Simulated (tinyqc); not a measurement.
Deep-level transient spectroscopy (DLTS) of one majority-carrier trap: one step, computed by the program tinyqc. Command: `OMP_NUM_THREADS=1 python tinyqc.py 3022714 3022715 out.jsonl dlts walk`. One thread of a shared host (Intel(R) Xeon(R) Processor @ 2.30GHz), about 0.06 s of CPU time with the checks.

A filling pulse loads the traps in a one-sided junction; under reverse bias they empty at the rate e, and the capacitance relaxes as C(t) = C_0 - dC exp(-e t). The signal is S = [C(t_2) - C(t_1)]/dC.

Question. Signal size and trap density. W = sqrt(2 eps eps_0 (V_b + V_r)/(e N)), C_0 = eps eps_0 area/W. The pulse goes to zero bias, W_0 = W(V_r = 0). Traps within lambda = sqrt(2 eps eps_0 (E_t - E_F)/(e^2 N)) of the depletion edge stay filled, with E_F = k_B T_p ln(N_b/N) from the band, N_b = 2 M (2 pi m k_B T_p/h^2)^(3/2) (dopants taken as fully ionised). dC = C_0 (N_t/2N) f, f = [(W - lambda)^2 - max(W_0 - lambda, 0)^2]/W^2. The simple estimate is 2 N dC/C_0.

Inputs (values chosen for the exercise, with mass and screening modelled on GaN):
```
quantity                    value   unit
density-of-states mass m    0.203    m_0
valleys M                       1      -
trap depth E_t              0.937     eV
temperature T                 453      K
doping N                  1.6e+15  cm^-3
trap density N_t          3.9e+12  cm^-3
dielectric constant eps      9.28      -
built-in voltage V_b          1.1      V
reverse bias V_r              2.5      V
diode area                 0.0014   cm^2
```

Carriers: electrons. Extra term: none.

peak temperature T_p = 506.0713 K

Constants: eps_0 = 8.8541878128e-12 F/m; e = 1.602176634e-19 C; k_B = 8.617333262e-05 eV/K; m_0 = 9.1093837015e-31 kg; k_B = 1.380649e-23 J/K; h = 6.62607015e-34 J s.

Give: depletion width W; C_0; lambda; f; transient amplitude dC; simple estimate of N_t.

Answer.

depletion width W = 1.5191 micrometre

C_0 = 7.5723 pF

lambda = 0.61281 micrometre

f = 0.33363

transient amplitude dC = 3.0789 fF

simple estimate of N_t = 1.3011e+12 cm^-3

The simple estimate finds 33 % of the traps.
